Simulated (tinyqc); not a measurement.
Octagonal on-chip spiral inductor, lumped pi model: two steps of the calculation.

Outer diameter do = di + 2 n wd + 2 (n - 1) sp, mean da = (do + di)/2, fill p = (do - di)/(do + di), length l = 3.314 n da. L = 2.25 mu0 n^2 da/(1 + 3.55 p), mu0 = 4 pi 1e-7 H/m. Rs = rho l/(wd delta (1 - exp(-th/delta))), delta = sqrt(rho/(pi f mu0)). Cs = n wd^2 eps0 eo/hu across the coil. At each end Cox = l wd eps0 eo/(2 ho) leads to the substrate branch Rsi = 2 rs he/(l wd) in parallel with Csi = l wd eps0 11.7/(2 he). With one end grounded Y = 1/(Rs + i w L) + i w Cs + 1/[1/(i w Cox) + 1/(1/Rsi + i w Csi)], w = 2 pi f; Q = -Im Y/Re Y. Eddy currents in neighbouring turns and in the substrate are left out.

Parameters, values chosen for the exercise; values of the order met in silicon radio-frequency processes:
```
symbol,value,unit,meaning
n,4.5,,number of turns
wd,4,um,line width
sp,3,um,space between turns
di,80,um,inner diameter
th,2,um,metal thickness
rho,2.2,uohm cm,metal resistivity
ho,9.7,um,oxide below the coil
hu,1.2,um,oxide between coil and underpass
eo,3.9,,relative permittivity of the oxide
rs,1,ohm cm,substrate resistivity
he,30,um,effective spreading depth in the substrate
f,4.1,GHz,frequency
```

Constants: eps0 = 8.8541878128e-12 F/m. Results are converted to the units shown.

Task 1. Geometry and model elements. do, l, L, delta, Rs, Cs, Cox, Rsi and Csi as defined.

Give: do; l; L; delta; Rs; Cs; Cox; Rsi; Csi.

Result 1.

do = 137.0 um
l = 1618 um
L = 3.215 nH
delta = 1.166 um
Rs = 9.308 ohm
Cs = 2.072 fF
Cox = 11.52 fF
Rsi = 92.70 ohm
Csi = 11.17 fF

Task 2. Admittance, quality factor and apparent inductance. Series branch 1/(Rs + i w L), substrate branch, total Y, Q = -Im Y/Re Y, apparent inductance Im(1/Y)/w, metal-only value w L/Rs, share of the loss in the substrate Re(substrate branch)/Re Y.

L = 3.2146244 nH
Rs = 9.3075911 ohm
Cs = 2.0718799 fF
Cox = 11.520368 fF
Rsi = 92.703579 ohm
Csi = 11.174757 fF

Find: series branch; substrate branch; Y; Q; apparent inductance; w L/Rs; share of the loss in the substrate.

Result 2.

series branch = 1.34-11.92i mS
substrate branch = 0.0081+0.2963i mS
Y = 1.35-11.58i mS
Q = 8.584
apparent inductance = 3.309 nH
w L/Rs = 8.897
share of the loss in the substrate = 0.6037 %

Q is 96.5 % of the metal-only value.

Computed by the program tinyqc: `OMP_NUM_THREADS=1 python tinyqc.py 2302179 2302180 out.jsonl`, one thread of a shared Intel Xeon 2.30GHz, about 0.01 s for the whole run.
